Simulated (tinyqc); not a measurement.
From results back to parameters: finite square well with mass mismatch (envelope functions). Four cases, with inputs chosen for the exercise.

Problem. The lowest level of this well was computed from a hidden depth V0.

A square well of width L and depth V0, mass mw inside and mb outside, energies from the bottom of the well, c = hbar^2/2m0. k = sqrt(mw E/c), kappa = sqrt(mb (V0 - E)/c). psi and psi'/m are continuous at the walls (BenDaniel-Duke), so level n solves k L + 2 atan[(k/mw)/(kappa/mb)] = n pi.

Constants: hbar^2/2m0 = 3.80998211 eV angstrom^2.

Find: k; kappa; V0.

Method. For n = 1 the condition reads kappa = (mb/mw) k tan(kL/2); then V0 = E1 + c kappa^2/mb.

Case 1.

Values chosen (out of a larger set: near those of a non-polar GaN well in AlN; not measured data):
- L = 72 angstrom (well width)
- mw = 0.195 m0 (mass in the well)
- mb = 0.318 m0 (mass in the barrier)

E1 = 0.029902 eV

Solution.

k = 0.03912 1/angstrom
kappa = 0.3892 1/angstrom
V0 = 1.845 eV

Case 2.

Values chosen (out of a larger set: near those of a strained Si well in SiGe; not measured data):
- L = 38 angstrom (well width)
- mw = 0.916 m0 (mass in the well)
- mb = 0.973 m0 (mass in the barrier)

E1 = 0.017878 eV

Solution.

k = 0.06556 1/angstrom
kappa = 0.2066 1/angstrom
V0 = 0.185 eV

Case 3.

Values chosen (out of a larger set: near those of the light valleys of a Si film in HfO2; not measured data):
- L = 66 angstrom (well width)
- mw = 0.184 m0 (mass in the well)
- mb = 0.172 m0 (mass in the barrier)

E1 = 0.038017 eV

Solution.

k = 0.04285 1/angstrom
kappa = 0.2534 1/angstrom
V0 = 1.460 eV

Case 4.

Values chosen (out of a larger set: near those of a strained Si well in SiGe; not measured data):
- L = 26 angstrom (well width)
- mw = 0.925 m0 (mass in the well)
- mb = 0.893 m0 (mass in the barrier)

E1 = 0.031387 eV

Solution.

k = 0.08729 1/angstrom
kappa = 0.1809 1/angstrom
V0 = 0.171 eV

Computed by tinyqc, one run a case: `OMP_NUM_THREADS=1 python tinyqc.py N N+1 out.jsonl` with N = 1280360, 1280366, 1280462, 1280560; one thread of a shared Intel(R) Xeon(R) Processor @ 2.30GHz, about 0.01 s a run at most.
